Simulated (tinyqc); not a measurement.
# Ideality, saturation current and resistance from three points

Question. Well above the saturation current a diode obeys V = n Vt ln(I/I0) + I Rs. Find n, Rs and I0.

Parameters, values chosen for the exercise:
```
symbol  value  unit      meaning
T         293     K  temperature
```

Constants: q = 1.602176634e-19 C, kB = 1.380649e-23 J/K, Vt = kB T/q. Results are converted to the units shown.

currents (A): 9e-6  0.0007  0.03
voltages (V): 0.87183040  1.0781651  1.3337551

Answer. V is linear in the three unknowns n Vt, Rs and -n Vt ln I0, so three points give a linear system.

n = 1.86
Rs = 2.70 ohm
I0 = 7.80e-14 A

Program tinyqc, `OMP_NUM_THREADS=1 python tinyqc.py 2260107 2260108 out.jsonl`; Intel Xeon 2.30GHz, shared host, one thread, about 0.01 s.
